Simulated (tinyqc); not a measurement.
Inside a calculation. Model: Debye-Callaway model of lattice thermal conductivity. Computed by tinyqc, a small Python program that keeps every step. Command: `OMP_NUM_THREADS=1 python tinyqc.py 3002887 3002888 out.jsonl callaway walk`. One thread of a shared host (Intel(R) Xeon(R) Processor @ 2.30GHz), about 0.01 s of CPU time with the checks. Intermediate numbers are printed to about 6 digits and carried at full precision; extremes and crossings named in words are read from the listed rows.

Three acoustic branches with one velocity v, cut at omega_D = k_B Theta/hbar; x = hbar omega/(k_B T). v and Theta are separate inputs: Theta cuts off the heat-carrying modes, so C need not reach 3 k_B/V. gamma is an effective value that sets the umklapp rate. Heat flows along the film.

Inputs (values chosen for the exercise, for a model crystal):

| quantity | value | unit |
|---|---|---|
| sound velocity v | 4450 | m/s |
| Debye temperature Theta | 431 | K |
| volume per atom V | 27.1 | angstrom^3 |
| mean atomic mass M | 34.4 | u |
| effective Grueneisen parameter gamma | 1.21 | - |
| umklapp exponent divisor b | 2 | - |
| vacancy fraction n_v | 0.00017 | - |
| film thickness t | 2.3 | micrometre |
| specularity p | 0.6 | - |
| temperature T | 600 | K |
| probe frequency omega/omega_D | 0.093 | - |

Sample: film. Point defects: vacancies. Normal processes: left out.

Constants: k_B = 1.380649e-23 J/K; hbar = 1.054571817e-34 J s; u = 1.6605390666e-27 kg.

## Mass-fluctuation parameter

A vacancy counts as a mass defect Delta M/M = -3 (the missing mass and twice its bonds), so Gamma = 9 n_v. A = V Gamma/(4 pi v^3).

Gamma = 0.00153

Rayleigh coefficient A = 3.74430e-44 s^3

## Scattering rates at one frequency

Rates: point defects A omega^4; umklapp B omega^2 T exp(-Theta/(b T)) with B = hbar gamma^2/(M v^2 Theta). Film: the bulk time tau of each mode, from the resistive rates above, is multiplied by the Fuchs-Sondheimer factor F = (3/2) int_0^1 (1 - u^2) [1 - (1 - p) (u/d) (1 - E)/(1 - p E)] du, with E = exp(-d/u), d = t/(v tau), by 48 Gauss-Legendre points in z with u = z^4; the boundary rate is defined as 1/(F tau) - 1/tau. The resistive time is tau_R = 1/(boundary + point-defect + umklapp rates), and the free path is v tau_R.

omega = 5.24768e+12 rad/s

Rates:

| process | rate (1/s) | rate x tau_R |
|---|---|---|
| boundaries | 3.09251e+08 | 0.0774787 |
| point defects | 2.83949e+07 | 0.00711395 |
| umklapp | 3.65379e+09 | 0.915407 |

tau_R = 2.50536e-10 s

free path = 1114.89 nm

The strongest resistive process at this frequency: umklapp, 92 % of the resistive rate.

## The integrand on a coarse grid

x runs in ten equal steps to min(Theta/T, 12); g = x^4 e^x/(e^x - 1)^2; tau_C is the inverse of all rates summed; the last column is c tau_C g with c = (k_B/(2 pi^2 v)) (k_B T/hbar)^3.

Integrand:

| x | g | tau_C (s) | c tau_C g (W/(m K)) |
|---|---|---|---|
| 0.071833 | 0.005158 | 2.18806e-10 | 85.9793 |
| 0.143667 | 0.020605 | 5.61780e-11 | 88.1862 |
| 0.215500 | 0.046261 | 2.41618e-11 | 85.1554 |
| 0.287333 | 0.081995 | 1.28864e-11 | 80.4983 |
| 0.359167 | 0.127623 | 7.71438e-12 | 75.0063 |
| 0.431000 | 0.182912 | 4.96111e-12 | 69.1337 |
| 0.502833 | 0.247581 | 3.35086e-12 | 63.2036 |
| 0.574667 | 0.321302 | 2.34666e-12 | 57.4422 |
| 0.646500 | 0.403704 | 1.69055e-12 | 51.9949 |
| 0.718333 | 0.494375 | 1.24637e-12 | 46.9433 |

Among these rows the integrand is largest at x = 0.14.

## Thermal conductivity

kappa_1 = c int tau_C g dx, g = x^4 e^x/(e^x - 1)^2, c = (k_B/(2 pi^2 v)) (k_B T/hbar)^3, over 0 < x < min(Theta/T, 40), by 96 Gauss-Legendre points in s with x = x_max s^2; tau_C = tau_R, the inverse of the summed rates, and kappa = kappa_1. Heat capacity C = 3 c int g dx / v^2; grey free path 3 kappa/(C v); the median free path v tau_C halves kappa_1 when the quadrature points are ordered by free path (each counted at half its weight, interpolated in the logarithm); likewise at 10 % and 90 %.

kappa_1 = 50.2454 W/(m K)

kappa = 50.2454 W/(m K)

heat capacity C = 1.38990e+06 J/(m^3 K)

grey free path = 24.3711 nm

median free path = 46.5393 nm

free path at 10 % of kappa_1 = 8.51295 nm

free path at 90 % of kappa_1 = 813.019 nm

The median free path is 1.9 times the grey one. The middle 80 % of kappa_1 spans a factor 96 in free path.

## Leaving out one process at a time

The formulas are those given above.

Conductivity at T:

| case | kappa (W/(m K)) | ratio to all |
|---|---|---|
| all processes | 50.2454 | 1 |
| without point defects | 63.2204 | 1.25823 |
| without boundaries | 52.8701 | 1.05224 |

Removing point defects raises kappa most, by a factor 1.26; removing boundaries gives only 1.05.

## Conductivity against temperature

The formulas are those given above.

Kappa (W/(m K)):

| T (K) | all processes | without point defects |
|---|---|---|
| 26 | 174.537 | 1807.51 |
| 43 | 263.150 | 2892.83 |
| 73 | 301.004 | 1957.63 |
| 130 | 230.730 | 703.870 |
| 220 | 143.649 | 276.968 |
| 340 | 91.7109 | 139.256 |
| 560 | 54.0578 | 69.2058 |

kappa peaks among these rows at 73 K (T/Theta = 0.169) with 301 W/(m K). The exponent d ln kappa/d ln T is 0.82 at the cold end and -1.06 at the hot end. Point defects cost most at 43 K, a factor 11.0.

Checks made by the program: heat capacity against the Debye function (relative difference below 1e-10).
